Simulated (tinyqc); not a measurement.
Electron-beam lithography: double-Gaussian proximity function, edge placement and dose correction for parallel lines. From dose to size d_s back to backscatter ratio eta. Computed by tinyqc, a small Python program. Command: `OMP_NUM_THREADS=1 python tinyqc.py 3112453 3112454 out.jsonl proximity inv`. One thread of a shared host (Intel(R) Xeon(R) Processor @ 2.30GHz), about 0.01 s of CPU time with the checks.

Lines are infinitely long. Absorbed energy is counted so that the middle of a very large area written at dose 1 receives 1; the resist develops where it exceeds 1/2.

Inputs (values chosen for the exercise, of the order of those for 100 keV electrons in resist on silicon):

| quantity | value | unit |
|---|---|---|
| forward range alpha | 0.0081 | micrometre |
| base dose D0 | 200 | microcoulomb/cm^2 |
| width of the test line | 0.24 | micrometre |
| pattern density around the test line | 0.7 | - |

Method. A test line of width w << beta in surroundings of density rho, all at dose d: near its edge E(x) = d [S + eta rho]/(1 + eta), S = [erf((b - x)/alpha) - erf((a - x)/alpha)]/2 for edges a and b, the second term being the background energy. Dose to size d_s = (1 + eta)/(erf(w/alpha) + 2 eta rho), dose = d_s D0; edge slope d [1 - exp(-w^2/alpha^2)]/(sqrt(pi) alpha (1 + eta)); width change per 1 % of dose = 2 x 0.01 x (1/2)/slope.

Question. A run gave the result below. Find the backscatter ratio eta, known to lie between 0.39 and 0.81.

dose to size d_s = 0.8691646

Answer.

Each step takes the trial c = (a f_b - b f_a)/(f_b - f_a), f being the result less the target and a, b, c the logarithms of the listed values; c replaces end b, the old b replaces a if the sign of f changed, and otherwise f_a is halved.

Scan of the range:

| backscatter ratio eta | dose to size d_s |
|---|---|
| 0.390 | 0.899094 |
| 0.441 | 0.890936 |
| 0.498 | 0.882630 |
| 0.562 | 0.874188 |
| 0.635 | 0.865537 |
| 0.717 | 0.856872 |
| 0.810 | 0.848172 |

False position (Illinois rule, in the logarithm of the input) inside the bracket:

| step | end a | end b | trial | dose to size d_s |
|---|---|---|---|---|
| 1 | 0.562000 | 0.635000 | 0.603304 | 0.869176 |
| 2 | 0.635000 | 0.603304 | 0.603399 | 0.869165 |
| 3 | 0.635000 | 0.603399 | 0.603400 | 0.869165 |
| 4 | 0.603399 | 0.603400 | 0.603400 | 0.869165 |

Dose to size d_s falls at every point of a 13-point scan of the range (every second point is shown), so one value fits; it is bracketed by 0.562 and 0.635. Answer: backscatter ratio eta = 0.6034.
